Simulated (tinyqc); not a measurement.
IGBT as a p-i-n diode in series with a MOS channel, on-state and switching loss: one step of the calculation.

High injection (n = p) in a drift layer from x = -W/2 (anode) to +W/2 (cathode side), recombination only in the layer with lifetime tau, ideal emitters. The channel feeds the cathode side and carries the whole current. Auger recombination, carrier-carrier scattering, emitter losses and the carrier dip under the p body are left out.

Question. Carrier profile. n(x) = (tau J/(2 q La))[cosh(x/La)/sinh y - B sinh(x/La)/cosh y]. x/La = (2 x/W) y.

Values chosen for this exercise; material values close to those of silicon: doping of the drift layer Nd = 3.5e13 cm^-3; high-injection lifetime tau = 4.5 us; current density J = 50 A/cm^2.

Constants: q = 1.602176634e-19 C. Results are converted to the units shown.

2 x/W, point 0 to 8: -1  -0.75  -0.5  -0.25  0  0.25  0.5  0.75  1
B = 0.48936170
La = 91.195632 um
y = 1.0965437

Wanted: n.

Answer.

n, point 0 to 8 (cm^-3): 1.2645e17  9.9399e16  7.9866e16  6.6371e16  5.7897e16  5.3800e16  5.3772e16  5.7810e16  6.6220e16

The density is 1.91 times higher at the anode than at the cathode side, since holes are the slower carriers; its smallest listed value is 1540 times Nd.

tinyqc, about 0.01 s, one thread, Intel Xeon 2.30GHz (shared host): `OMP_NUM_THREADS=1 python tinyqc.py 2590060 2590061 out.jsonl`
